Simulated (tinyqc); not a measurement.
Worked calculation: two-band massive Dirac model of the K valleys. Values are carried at full precision from step to step, so a last printed digit may differ when a step is redone from the rounded ones.

Basis (conduction, valence): H = [[D/2, a t (tau kx - i ky)], [a t (tau kx + i ky), -D/2 + lam tau sz]], valley tau = +/-1, spin sz = +/-1. The gap of a spin and valley is G = D - lam tau sz. Berry curvature Omega = curl of i<u|grad u>; for the conduction band Omega_c = -tau 2 a^2 t^2 G/(G^2 + 4 a^2 t^2 k^2)^(3/2), and Omega_v = -Omega_c.

Constants: hbar^2/2m0 = 3.80998211 eV angstrom^2.

Values chosen for the exercise (near those used for monolayer MoS2; shifted at random, so the results belong to these values and not to a real crystal):
- a = 3.199 angstrom (lattice constant)
- D = 1.61 eV (gap parameter)
- t = 1.09 eV (effective hopping)
- lam = 0.068 eV (half the valence spin splitting)
- tau = -1 (valley)
- sz = -1 (spin)
- k = (0.045, 0.019) 1/angstrom (wave vector from the valley)
- h = 0.02 1/angstrom (side of the plaquette)

## Band edges of the four flavours

At k = 0: Ec = D/2, Ev = -D/2 + lam tau sz; mass m/m0 = c G/(a t)^2 for both bands, c = hbar^2/2m0; Omega_c(0) = -2 tau a^2 t^2/G^2.

Edges:

| tau | sz | Ec (eV) | Ev (eV) | G (eV) | mass (m0) | Omega_c (angstrom^2) |
|---|---|---|---|---|---|---|
| 1 | 1 | 0.8050 | -0.7370 | 1.5420 | 0.4832 | -10.227 |
| 1 | -1 | 0.8050 | -0.8730 | 1.6780 | 0.5258 | -8.636 |
| -1 | 1 | 0.8050 | -0.8730 | 1.6780 | 0.5258 | 8.636 |
| -1 | -1 | 0.8050 | -0.7370 | 1.5420 | 0.4832 | 10.227 |

The top of the valence band has spin up at tau = +1 and spin down at tau = -1: spin and valley are locked, with 136 meV between the two valence bands (A and B transitions at 1.542 and 1.678 eV, without exciton binding).

## H at one k

Fill in the matrix and diagonalise: E = lam tau sz/2 -/+ sqrt(G^2/4 + a^2 t^2 k^2).

H (eV):
```
                 c                v
c           0.8050  -0.1569-0.0663i
v  -0.1569+0.0663i          -0.7370
```

levels (eV): -0.7556  0.8236

cos(theta) = G/(E+ - E-) = 0.9765

## Curvature, orbital moment and circular dichroism

Omega_c from the formula; orbital moment of both bands m = -tau (a t)^2 G/(c (G^2 + 4 a^2 t^2 k^2)) in Bohr magnetons (charge -e), c = hbar^2/2m0; interband strengths |P+/-|^2 proportional to (1 +/- tau cos(theta))^2 for P+/- = Px +/- i Py, and eta = (|P+|^2 - |P-|^2)/(|P+|^2 + |P-|^2) = 2 tau cos(theta)/(1 + cos^2(theta)).

Omega_c = 9.521 angstrom^2
orbital moment = 1.973 muB
eta = -0.9997

All three change sign with the valley. The selection rule, exact at k = 0, still holds to 100.0 % here.

## The curvature from a plaquette

Corners counter-clockwise around k, from (-h/2, -h/2); upper eigenvector u with its first component real and positive; Omega = -(sum of arg <u_j|u_(j+1)>)/h^2.

Corners:

| j | kx | ky | u_c | u_v | arg <u_j\|u_j+1> (rad) |
|---|---|---|---|---|---|
| 1 | 0.0350 | 0.0090 | 0.99672 | -0.07837+0.02015i | 0.000891 |
| 2 | 0.0550 | 0.0090 | 0.99239 | -0.12152+0.01989i | -0.005346 |
| 3 | 0.0550 | 0.0290 | 0.99062 | -0.12086+0.06373i | -0.002840 |
| 4 | 0.0350 | 0.0290 | 0.99487 | -0.07792+0.06457i | 0.003493 |

Omega_c from the plaquette = 9.505 angstrom^2

The formula at the centre gives 9.521; the plaquette averages over its area.

## Checks

- Curvature formula against a plaquette of side 1e-4: both 9.5214.
- Eta against the matrix elements of dH/dkx +/- i dH/dky: both -0.99972.

tinyqc: `OMP_NUM_THREADS=1 python tinyqc.py 1450818 1450819 out.jsonl`; about 0.01 s, one thread, shared Intel(R) Xeon(R) Processor @ 2.30GHz.
